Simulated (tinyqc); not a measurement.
Resonant-tunnelling diode, transfer matrices and Tsu-Esaki current: current against voltage.

Emitter (band edge 0), barrier d1, well Lw, barrier d2, collector (edge -V). The bias drops linearly over these layers and none in the contacts; each layer is cut into ns equal slices, flat at the value of their centres. E is the energy of motion across the layers, C = hbar^2/(2 m0), psi and psi'/m are continuous. Transport is coherent, T(E) is taken as independent of the transverse momentum, and charge in the well is ignored.

For the pair (psi, psi'/m) a flat layer has M = [[cos kd, (m/k) sin kd], [-(k/m) sin kd, cos kd]] with k = sqrt(m (E - U)/C) above its edge U, and M = [[cosh Kd, (m/K) sinh Kd], [(K/m) sinh Kd, cosh Kd]] with K = sqrt(m (U - E)/C) below it. Later slices stand to the left. With M acting on (psi, psi'/m) and v = k/m in each lead, T(E) = 4 vL vR/[(vL vR M12 - M21)^2 + (vR M11 + vL M22)^2]. J = J0 times the integral over E > 0 of T(E) N(E), N = ln[(1 + exp((Ef - E)/Vt))/(1 + exp((Ef - V - E)/Vt))], J0 = q^2 mw m0 kB T/(2 pi^2 hbar^3) (times 1e-4 for A/cm^2 per eV). The integral is converged to the digits shown.

Parameters, values chosen for the exercise; masses and offsets of a made-up heterostructure: temperature T = 150 K; mass in the well, spacer and contacts mw = 0.031 m0; barrier height U1 = 1.2 eV; barrier mass m1 = 0.12 m0; emitter barrier d1 = 1.4 nm; well width Lw = 4.2 nm; collector barrier d2 = 1.9 nm; slices in each layer ns = 1; Fermi energy of both contacts above their band edges Ef = 0.1 eV.

Constants: q = 1.602176634e-19 C, kB = 1.380649e-23 J/K, hbar = 1.054571817e-34 J s, m0 = 9.1093837015e-31 kg, Vt = kB T/q, hbar^2/(2 m0) = 0.0380998212 eV nm^2. Results are converted to the units shown.

Results:

| V (V) | J (kA/cm^2) |
|---|---|
| 0.043 | 0.04036 |
| 0.108 | 0.3254 |
| 0.172 | 2.741 |
| 0.237 | 16.28 |
| 0.301 | 43.35 |
| 0.366 | 69.57 |
| 0.495 | 0.4647 |
| 0.559 | 0.2863 |
| 0.624 | 0.2289 |
| 0.689 | 0.2096 |

Estimate the missing row, V = 0.43 V.

Computed row:

| V (V) | J (kA/cm^2) |
|---|---|
| 0.43 | 3.353 |

With this row back in the table: Among the rows the current peaks at 69.6 kA/cm^2 at V = 0.366 V and falls to 0.210 kA/cm^2 at 0.689 V, a ratio of 332 (it is still falling in the last row, so the valley lies there or beyond). At zero bias the resonance lies at 0.200 eV and the centre of the well takes the share 0.467 of the bias, so the level should reach the emitter band edge near V = 0.430 V; beyond that only the tail of the broadened level (width 2.23 meV at zero bias) and off-resonant tunnelling carry current. Without scattering and space charge the valley comes out far lower than in a real diode. In 5 of the 11 rows the bias alone exceeds 0.4 V, so electrons enter the collector far above its band edge, where real bands are no longer parabolic.

Numbers from tinyqc (`OMP_NUM_THREADS=1 python tinyqc.py 2600011 2600012 out.jsonl`; about 0.08 s on one thread of a shared Intel Xeon 2.30GHz).
